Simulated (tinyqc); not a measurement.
Comparisons within one model: quantum-confined Stark effect in a modulator well. A value that a table varies takes the place of the one given here.

Envelopes on cells of 0.5 angstrom over the well |z| < L/2 and 45 angstrom of barrier on each side, psi = 0 beyond, psi'/m continuous (mean mass between points), c = hbar^2/2m0. The electron sees + e F z and the hole - e F z, each with its offset in the barriers; 1 kV/cm = 1e-5 eV/angstrom. Light holes, band mixing and escape by tunnelling are left out.

Exciton: in-plane function exp(-rho/lam), 1/mu = 1/me + 1/mp, E(lam) = c/(mu lam^2) - (q/eps) times the integral over k of Fm(k)(1 + (k lam/2)^2)^(-3/2), Fm(k) the double integral of psi_e^2 psi_h^2 exp(-k |z - z'|), q = e^2/(4 pi eps0); binding Eb = -E at the minimum. Line at Eg + E_e + E_h - Eb, strength proportional to overlap^2/lam^2.

Constants: hbar^2/2m0 = 3.80998211 eV angstrom^2; e^2/(4 pi eps0) = 14.39964547 eV angstrom; hc = 1239.841984 eV nm.

Inputs chosen for the exercise (near those of a GaAs well in AlGaAs; shifted at random, so the results belong to these values and not to a real crystal): L = 110 angstrom (well width); Vc = 0.26 eV (conduction offset); Vv = 0.142 eV (heavy-hole offset); me = 0.0685 m0 (electron, well); meb = 0.0952 m0 (electron, barrier); mh = 0.333 m0 (heavy hole along z, well); mhb = 0.394 m0 (heavy hole, barrier); Eg = 1.4 eV (gap of the well); mp = 0.169 m0 (heavy hole in the plane); eps = 12.7 (dielectric constant); Fs = (0, 18, 37, 55, 75, 97, 122) kV/cm (fields); Ls = (56, 74, 92, 112, 136, 164) angstrom (widths); F_L = 70 kV/cm (field for this table); F = 70 kV/cm (field).

## Raising the field

All quantities anew; shifts from zero field.

Results:

| F (kV/cm) | dE_e (meV) | dE_h (meV) | Eb (meV) | line shift (meV) | overlap^2 | relative strength |
|---|---|---|---|---|---|---|
| 0 | 0.00 | 0.00 | 8.49 | 0.00 | 0.990 | 1.000 |
| 18 | -0.29 | -0.87 | 8.33 | -1.00 | 0.925 | 0.906 |
| 37 | -1.21 | -3.47 | 7.93 | -4.12 | 0.766 | 0.694 |
| 55 | -2.65 | -7.11 | 7.50 | -8.76 | 0.604 | 0.499 |
| 75 | -4.86 | -12.09 | 7.05 | -15.52 | 0.448 | 0.336 |
| 97 | -7.99 | -18.39 | 6.64 | -24.53 | 0.317 | 0.215 |
| 122 | -12.34 | -26.32 | 6.27 | -36.43 | 0.211 | 0.130 |

The line shift grows with exponent 1.96 in F at low field and 1.72 at the end, as the carriers come up against opposite walls and the dipole begins to saturate. The hole gives 75 % of the level shift in the second row and 68 % in the last. The largest shift is 4.3 times the zero-field binding, yet 74 % of the binding survives, since the walls stop the field from pulling the pair apart. Half the strength is gone between 37 and 55 kV/cm.

## Width of the well

Zero-field line, its shift at F_L and the relative strength.

Results:

| L (angstrom) | line at F = 0 (nm) | Eb (meV) | shift (meV) | relative strength | shift x strength (meV) |
|---|---|---|---|---|---|
| 56 | 839.9 | 9.96 | -2.39 | 0.927 | 2.22 |
| 74 | 855.1 | 9.41 | -4.78 | 0.802 | 3.83 |
| 92 | 864.4 | 8.92 | -8.52 | 0.596 | 5.08 |
| 112 | 870.9 | 8.44 | -14.35 | 0.349 | 5.00 |
| 136 | 875.8 | 7.95 | -23.50 | 0.141 | 3.31 |
| 164 | 879.4 | 7.46 | -36.71 | 0.036 | 1.33 |

The shift grows with exponent 2.48 in L over the first two rows and 2.38 over the last two, against 4 for hard walls at second order; leakage lowers it in narrow wells and saturation in wide ones. The strength falls from 0.93 to 0.04, and the product of the two is largest at 92 angstrom.

## What each parameter does

Zero-field line, shift at F, overlap^2 and Eb at F. Each row changes one parameter from the base and keeps the others.

Results:

| case | line (nm) | shift (meV) | overlap^2 | Eb (meV) |
|---|---|---|---|---|
| base | 870.4 | -13.69 | 0.484 | 7.16 |
| L = 100 angstrom | 867.3 | -10.65 | 0.596 | 7.70 |
| F = 56 kV/cm | 870.4 | -9.07 | 0.595 | 7.47 |
| Vc = 0.208 eV | 871.2 | -14.16 | 0.467 | 7.06 |
| Vv = 0.177 eV | 870.3 | -13.17 | 0.501 | 7.24 |
| me = 0.0788 m0 | 871.9 | -13.63 | 0.469 | 7.55 |
| mh = 0.283 m0 | 869.9 | -13.33 | 0.511 | 7.19 |
| eps = 11.4 | 871.4 | -13.38 | 0.484 | 8.47 |

The largest shifts from the base row, up to three for each result and ties (the steps differ in size, so this ranks the rows, not the parameters). line (nm): L -3.0, me +1.6, eps +1.0; unchanged at the printed digits by F. shift (meV): F +4.63, L +3.05, Vv +0.52. overlap^2: L +0.112, F +0.111, mh +0.027; unchanged at the printed digits by eps. Eb (meV): eps +1.31, L +0.54, me +0.39.

(tinyqc, `OMP_NUM_THREADS=1 python tinyqc.py 1281028 1281029 out.jsonl`, Intel(R) Xeon(R) Processor @ 2.30GHz, 1 thread, shared host, about 0.1 s.)
